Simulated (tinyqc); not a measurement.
Inside a calculation. Method: Hubbard chain of 3 sites. Computed by tinyqc, a small Python program that keeps every step. Settings: hopping = 1.39, U = 2.2, mixing = 0.5, iteration cap = 87. Command: `OMP_NUM_THREADS=1 python tinyqc.py 23362 23363 out.jsonl` (the two numbers bound the seeds that draw the settings). One thread of a shared host (Intel(R) Xeon(R) Processor @ 2.60GHz), about 0.3 s of CPU time with the checks. Later iterations appear only in the table of the cycle.

## Mean-field iteration 1

one-body matrix (hopping and site energies) (eV), order 1, 2, 3:
```
[[0.000000, -1.390000, 0.000000],
 [-1.390000, 0.000000, -1.390000],
 [0.000000, -1.390000, 0.000000]]
```

U = 2.200000 eV

electrons, up and down: [2, 2]

mixing = 0.500000

n(up) at the start (a guess, not normalised): [0.717000, 0.617000, 0.717000]

n(down) at the start (a guess): [0.617000, 0.717000, 0.617000]

H(up) = T + U n(down), H(down) = T + U n(up); fill the lowest levels; n(new) = n + mixing (n(out) - n); E = tr T (rho up + rho down) + U sum n_up n_down of the output.

levels, up (eV): [-0.501432, 1.357400, 3.436232]

levels, down (eV): [-0.501432, 1.577400, 3.436232]

energy = -0.902948 eV

n(up) after iteration 1: [0.740484, 0.544532, 0.740484]

n(down) after iteration 1: [0.676516, 0.622468, 0.676516]

## Mean-field iteration 2

As before.

levels, up (eV): [-0.537773, 1.488336, 3.395538]

levels, down (eV): [-0.564021, 1.629064, 3.391057]

energy = -0.929473 eV

n(up) after iteration 2: [0.741463, 0.529824, 0.741463]

n(down) after iteration 2: [0.699633, 0.588483, 0.699633]

## Convergence

Each step fills the lowest levels of T + U n(other spin) and sets n(new) = n + mixing (n(out) - n); stop when output and input agree to 1e-8.

Course of the cycle:
```
iteration       E (eV)  largest |n(out) - n(in)|  mean |n_up - n_down|
1          -0.90294800                  1.89e-01              0.037247
2          -0.92947263                  6.80e-02              0.026256
3          -0.93247060                  2.97e-02              0.018510
4          -0.93309976                  1.60e-02              0.013072
5          -0.93333994                  9.99e-03              0.009237
6          -0.93345358                  6.77e-03              0.006528
7          -0.93350981                  4.75e-03              0.004614
8          -0.93353785                  3.37e-03              0.003261
9          -0.93355186                  2.39e-03              0.002305
10         -0.93355886                  1.70e-03              0.001629
11         -0.93356235                  1.21e-03              0.001152
...                ...                       ...                   ...
35         -0.93356584                  2.96e-07              2.78e-07
36         -0.93356584                  2.09e-07              1.97e-07
37         -0.93356584                  1.48e-07              1.39e-07
38         -0.93356584                  1.05e-07              9.83e-08
39         -0.93356584                  7.39e-08              6.95e-08
40         -0.93356584                  5.22e-08              4.91e-08
41         -0.93356584                  3.69e-08              3.47e-08
42         -0.93356584                  2.61e-08              2.45e-08
43         -0.93356584                  1.84e-08              1.73e-08
44         -0.93356584                  1.30e-08              1.23e-08
45         -0.93356584                  9.21e-09              8.66e-09
```

local moments n_up - n_down: [0.000000, 0.000000, 0.000000]

Converged in 45 iterations. Before convergence this energy mixes input and output and is not variational, so it may rise towards its limit.

## The many-body Hamiltonian

Basis: all placements (u, d, 2, 0 on each site), up operators ordered before down ones; hops carry the sign of the same-spin electrons passed.

H (eV), order 220, 2ud, u2d, 2du, 202, ud2, d2u, du2, 022:
```
[[4.400000, -1.390000, 0.000000, -1.390000, 0.000000, 0.000000, 0.000000, 0.000000, 0.000000],
 [-1.390000, 2.200000, -1.390000, 0.000000, -1.390000, 0.000000, 0.000000, 0.000000, 0.000000],
 [0.000000, -1.390000, 2.200000, 0.000000, 0.000000, -1.390000, 0.000000, 0.000000, 0.000000],
 [-1.390000, 0.000000, 0.000000, 2.200000, -1.390000, 0.000000, -1.390000, 0.000000, 0.000000],
 [0.000000, -1.390000, 0.000000, -1.390000, 4.400000, -1.390000, 0.000000, -1.390000, 0.000000],
 [0.000000, 0.000000, -1.390000, 0.000000, -1.390000, 2.200000, 0.000000, 0.000000, -1.390000],
 [0.000000, 0.000000, 0.000000, -1.390000, 0.000000, 0.000000, 2.200000, -1.390000, 0.000000],
 [0.000000, 0.000000, 0.000000, 0.000000, -1.390000, 0.000000, -1.390000, 2.200000, -1.390000],
 [0.000000, 0.000000, 0.000000, 0.000000, 0.000000, -1.390000, 0.000000, -1.390000, 4.400000]]
```

## Exact diagonalisation (9 states)

Lowest levels of the sector, and the double occupancy of the lowest state.

lowest levels (eV): [-1.087769, 0.234243, 1.047402, 2.200000, 2.720557, 4.165757]

double occupancy per site = 0.406974

The mean-field solution above lies 0.1542 eV above the exact energy.

## The lowest level by Lanczos steps

From a random start vector (not printed): a_j = <q_j|H|q_j>, b_j = norm of the remainder after orthogonalising; the Ritz value is the lowest eigenvalue of the tridiagonal matrix of a and b so far.

Lanczos:
```
j  a_j (eV)  b_j (eV)  lowest Ritz value (eV)
1  2.728771  2.634818              2.72877132
2  1.727522  2.177987             -0.45381023
3  4.646247  1.935667             -0.98450705
4  3.308939  1.581561             -1.07343831
5  4.088290  1.485449             -1.08593122
6  2.715308  0.354918             -1.08774816
7  2.430466  0.507434             -1.08776795
8  0.371839  0.260094             -1.08776901
9  4.382617         0             -1.08776901
```
